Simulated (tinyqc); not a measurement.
Two-band model of a narrow-gap semiconductor with electrons and holes: one step, computed by the program tinyqc.

Two parabolic bands with acoustic scattering (r = -1/2, a = 0), a gap that does not change with T, and fully ionised dopants. Melting is ignored, so values above the melting point are formal, and kappa_L does not change with T. eta_n = (E_F - E_c)/(k_B T), eta_p = -eta_n - E_g/(k_B T).

Problem. Each band alone. With x = E/(k_B T), a = alpha k_B T (0 for a parabolic band), G = x (1 + a x), D = 1 + 2 a x and <y> = int y f (1 - f) dx, f = 1/(1 + exp(x - eta)): tau = tau_0 G^r/D; transport function s = G^(3/2 + r)/D^2; n = N_0 <G^(3/2)> with N_0 = (2 m k_B T)^(3/2)/(3 pi^2 hbar^3). Integrals over x = E/(k_B T) use 160 Gauss-Legendre points in u = sqrt(x) from 0 to sqrt(max(eta, 0) + 32). sigma = e mu_0 N_0 <s> with mu_0 = e tau_0/m = mu_300 (T/300 K)^(-p); |S| = (k_B/e)(<x s>/<s> - eta); Lorenz number L = (k_B/e)^2 (<x^2 s>/<s> - (<x s>/<s>)^2); kappa_e = L sigma T; zT = S^2 sigma T/(kappa_L + kappa_e). Hall factor r_H = <x^(3/2)> <x^(1/2)>/<s>^2.

Inputs (values chosen for the exercise, modelled on Bi2Te3): electron mass m_n = 0.88 m_0; hole mass m_p = 1.1 m_0; electron mobility parameter mu_300,n = 530 cm^2/(V s); hole mobility parameter mu_300,p = 350 cm^2/(V s); temperature exponent p = 1.5; temperature T = 850 K.

Doping: p-type.

eta_n = -1.476591

eta_p = -0.5712656

Constants: e = 1.602176634e-19 C; m_0 = 9.1093837015e-31 kg; k_B = 1.380649e-23 J/K; hbar = 1.054571817e-34 J s; k_B = 8.617333262e-05 eV/K.

Give: Partial coefficients.

Solution.

Partial coefficients:
```
band       sigma (S/cm)  |S| (microvolt/K)  L (1e-8 V^2/K^2)  density (1/cm^3)  Hall factor
electrons         272.2              308.7             1.523         2.094e+19        1.164
holes             546.8              241.8             1.568         6.594e+19        1.149
```

The minority carriers have the larger |S|, since the Fermi level lies farther from their band; they carry 33 % of the conductivity.
